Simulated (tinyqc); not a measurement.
Changing the film thickness h: size effects in the resistivity of thin metal films and interconnect lines. Computed by tinyqc, a small Python program. Command: `OMP_NUM_THREADS=1 python tinyqc.py 3025789 3025790 out.jsonl size sweep`. One thread of a shared host (Intel(R) Xeon(R) Processor @ 2.30GHz), about 0.01 s of CPU time with the checks.

Electrons lose their drift at surfaces (a share 1 - p of the hits) and at grain boundaries (reflection R), besides bulk scattering.

Inputs (values chosen for the exercise, modelled on iridium):
```
quantity                     value         unit
bulk resistivity rho_b        5.25  microohm cm
bulk mean free path lambda    7.11           nm
specularity p                    0            -
grain-boundary reflection R   0.14            -
grain size over thickness      1.2            -
```

Geometry: film.

Method:
- D = (ratio) h.
- Mayadas-Shatzkes: alpha = (lambda/D) R/(1 - R); rho_b/rho = 1 - 3 alpha/2 + 3 alpha^2 - 3 alpha^3 ln(1 + 1/alpha).
- Fuchs-Sondheimer film: rho_b/rho = 1 - (3/(2 kappa))(1 - p) int_0^1 (s - s^3)(1 - exp(-kappa/s))/(1 - p exp(-kappa/s)) ds, f = rho/rho_b, kappa = thickness/lambda, 80 Gauss-Legendre points.
- Both together (Mayadas-Shatzkes film): rho_b/rho = (rho_b/rho of the grains alone) - (6/(pi kappa))(1 - p) int_0^(pi/2) dphi int_0^1 ds (cos^2 phi/H^2)(s - s^3)(1 - exp(-kappa H/s))/(1 - p exp(-kappa H/s)), H = 1 + alpha/(cos phi sqrt(1 - s^2)), 40 x 80 Gauss-Legendre points.
- Sheet resistance rho/h; additive estimate rho_b (f_surface + f_grain - 1).

One run for each value; columns: (1) film thickness h (nm); (2) resistivity rho (microohm cm); (3) sheet resistance (ohm); (4) rho/rho_b from surfaces; (5) rho/rho_b from grains; (6) error of the additive estimate (%):
```
(1)      (2)        (3)    (4)    (5)        (6)
3.0    13.20  4.400e+01  2.074  1.456  6.114e-01
5.3     9.79  1.847e+01  1.622  1.262  1.031e+00
9.4     7.79  8.284e+00  1.345  1.149  7.772e-01
17.0    6.62  3.892e+00  1.182  1.083  3.705e-01
51.0    5.68  1.115e+00  1.055  1.028  4.378e-02
91.0    5.49  6.034e-01  1.030  1.016  1.307e-02
160.0   5.39  3.366e-01  1.017  1.009  4.111e-03
280.0   5.33  1.903e-01  1.010  1.005  1.322e-03
500.0   5.29  1.059e-01  1.005  1.003  4.110e-04
```

Give the missing row, film thickness h (nm) = 29.0.

Computed row; columns: (1) film thickness h (nm); (2) resistivity rho (microohm cm); (3) sheet resistance (ohm); (4) rho/rho_b from surfaces; (5) rho/rho_b from grains; (6) error of the additive estimate (%):
```
(1)    (2)        (3)    (4)    (5)        (6)
29.0  6.03  2.079e+00  1.101  1.049  1.411e-01
```

Interpolating between the two neighbouring rows (the first column on a logarithmic scale, the others too where they are positive) misses most in error of the additive estimate (%), by 7.0 %. Over the rows, resistivity rho (microohm cm) falls from 13.2 to 5.29 (exponent d ln y / d ln x -0.53 between the first rows and -0.011 between the last); sheet resistance (ohm) falls from 44.0 to 0.106 (exponent d ln y / d ln x -1.5 between the first rows and -1.0 between the last); rho/rho_b from surfaces falls from 2.07 to 1.01 (exponent d ln y / d ln x -0.43 between the first rows and -0.0073 between the last). At the high end the exponent of resistivity rho is -0.01, close to 0: bulk behaviour. At the high end the exponent of sheet resistance is -1.01, close to -1: bulk resistivity over thickness.
